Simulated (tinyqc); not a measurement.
# MOS capacitor on an n-type substrate, surface potential from the exact charge relation: effect of the gate work function on threshold and swing

Uniform n-type substrate, Boltzmann statistics, full ionisation, classical densities. psi is the surface potential against the body (positive when the bands bend down) and u = -psi/Vt. Traps are spread evenly over the gap and neutral at flat band, so their charge is -q Dit psi; the minority quasi-Fermi level is shifted by Vb.

ni = sqrt(Nc Nv) exp(-Eg/(2 Vt)), Eg in volts; phiF = Vt ln(N/ni); Cox = eps0 eox/tox; Vfb = phiM - chi - Vt ln(Nc/N) - q Nf/Cox; VT = Vfb - [(2 phiF + Vb)(1 + q Dit/Cox) + sqrt(2 eps0 eps_r q N (2 phiF + Vb))/Cox]. gamma = sqrt(2 eps0 eps_r q N)/Cox; Wm = sqrt(2 eps0 eps_r (2 phiF + Vb)/(q N)); m = 1 + (eps0 eps_r/Wm + q Dit)/Cox; swing m Vt ln 10; Cmin/Cox = 1/(1 + Cox Wm/(eps0 eps_r)).

Inputs (values chosen for the exercise); band and dielectric values close to those of gallium nitride:
```
symbol    value         unit                                                                 meaning
T           300            K                                                             temperature
Eg         3.43           eV                                                                band gap
eps_r      9.65                                                                relative permittivity
Nc      2.31e18        cm^-3                                  conduction-band density of states at T
Nv      4.57e19        cm^-3                                     valence-band density of states at T
chi        4.16           eV                                                       electron affinity
N        1.5e15        cm^-3                                          donor density of the substrate
eox        8.76               relative permittivity of the gate insulator (close to aluminium oxide)
tox          29           nm                                                     insulator thickness
Nf            0        cm^-2                            fixed charge at the interface, in units of q
Dit           0  cm^-2 eV^-1                                              density of interface traps
Vb          0.5            V                    reverse bias of the inversion layer against the body
```

Constants: q = 1.602176634e-19 C, kB = 1.380649e-23 J/K, Vt = kB T/q, eps0 = 8.8541878128e-14 F/cm where lengths are in cm. Results are converted to the units shown.

The same in every row: 2 phiF (V) = 2.973; gamma (V^0.5) = 0.07577; Wm (nm) = 1572; m = 1.020; swing (mV/decade) = 60.74; Cmin/Cox = 0.01992.

Effect of the gate work function on threshold and swing:

| phiM (eV) | Vfb (V) | VT (V) |
|---|---|---|
| 4.16 | -0.1897 | -3.804 |
| 4.36 | 0.01026 | -3.604 |
| 4.56 | 0.2103 | -3.404 |
| 4.76 | 0.4103 | -3.204 |
| 4.96 | 0.6103 | -3.004 |
| 5.16 | 0.8103 | -2.804 |
| 5.36 | 1.010 | -2.604 |

What does the table show?

As phiM goes from 4.16 to 5.36, VT rises from -3.80 to -2.60 V, the swing stays at 60.7 mV/decade and Cmin/Cox stays at 0.0199. The whole change of VT is that of Vfb: the curve shifts rigidly.

Program tinyqc, `OMP_NUM_THREADS=1 python tinyqc.py 2060115 2060116 out.jsonl`; Intel Xeon 2.30GHz, shared host, one thread, about 0.01 s.
